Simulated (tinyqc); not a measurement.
Inside a calculation. Method: RHF in the 6-31g basis, for He, spin multiplicity 1. One step of it, computed by the program tinyqc.

Question. Iteration 2: building the Fock matrix. J_ij = sum D_kl (ij|kl), K_ij = sum D_kl (ik|jl); F = H + J - 0.5 K; E = tr D H + tr D J / 2 - 0.25 tr D K + E_nn.

D after iteration 1, order 1He 1s, 1He 2s:
```
[[0.773768, 0.600000],
 [0.600000, 0.465255]]
```

core Hamiltonian H = T + V (hartree), order 1He 1s, 1He 2s:
```
[[-1.879626, -1.546409],
 [-1.546409, -1.295190]]
```

Two-electron integrals (ij|kl) in chemists' order, unique and non-zero (hartree):
```
(11|11) 1.543936   (21|11) 0.785447   (21|21) 0.427025   (22|11) 0.803952
(22|21) 0.476190   (22|22) 0.615938
```

nuclear repulsion = 0 hartree

Give: Coulomb J; exchange K; Fock matrix F; total energy of this density.

Answer.

Coulomb J (hartree), order 1He 1s, 1He 2s:
```
[[2.5112, 1.3417],
 [1.3417, 1.4801]]
```

exchange K (hartree), order 1He 1s, 1He 2s:
```
[[2.3359, 1.5679],
 [1.5679, 1.1884]]
```

Fock matrix F (hartree), order 1He 1s, 1He 2s:
```
[[-0.5363, -0.9886],
 [-0.9886, -0.4093]]
```

total energy of this density = -2.852229 hartree
